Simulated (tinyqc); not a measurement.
A longer run and its error bar: q-state Potts model on a small periodic square lattice: enumeration, Metropolis, heat-bath and Wolff steps. Computed by tinyqc, a small Python program. Command: `OMP_NUM_THREADS=1 python tinyqc.py 3110670 3110671 out.jsonl potts walk`. One thread of a shared host (Intel(R) Xeon(R) Processor @ 2.30GHz), about 0.1 s of CPU time with the checks.

E = -J x (number of nearest-neighbour bonds with equal states); n x n sites with periodic edges have 2 n^2 bonds. Order parameter m = (q f - 1)/(q - 1), f being the largest share of one state. Sites are numbered row by row from 0. Here q = 2 and n = 4.

Inputs (values chosen for the exercise, for a model of domains or grain orientations): number of states q = 2; edge n = 4; coupling J = 66 meV; temperature T = 783 K; seed = 523679.

Update: heat bath.

Constants: k_B = 8.617333262e-05 eV/K.

Method:
- K = J/(k_B T); the infinite square lattice orders at K_c = ln(1 + sqrt(q)); Wolff bond probability p = 1 - exp(-K).
- All q^(n^2) states are counted by their number b of equal bonds; weights g(b) exp(K b), K = J/(k_B T). Per site: u = -J <b>/n^2, c/k_B = K^2 (<b^2> - <b>^2)/n^2.
- ln Z = ln sum g(b) exp(K b); entropy per site s/k_B = (ln Z - K <b>)/n^2.
- After 400 updates are discarded, b is recorded for 4000 sweeps of n^2 steps of the update named (random numbers not printed, so these rows are one sample). Records are averaged in blocks; the error is the scatter of block means over sqrt(number of blocks), and the last column its square over that for single records.

start states:
$$\begin{pmatrix}
0 & 1 & 0 & 0 \\
0 & 0 & 1 & 1 \\
0 & 0 & 0 & 0 \\
0 & 1 & 0 & 0
\end{pmatrix}$$

K = 0.978159

<b> = 29.8200

Blocking:
```
block length  mean b    error  variance ratio
1             29.759  0.05167          1.0000
4             29.759  0.08133          2.4772
16            29.759  0.10656          4.2522
40            29.759  0.11724          5.1479
100           29.759  0.11860          5.2675
```

What does the comparison show, and why?

The run gives 29.759 +/- 0.117 (blocks of 40) against the exact 29.820, a difference of 0.5 error bars. Single records understate the error by a factor of about 2.3, because successive records are correlated.

Extremes, crossings and ranges named in words are read from the listed rows.
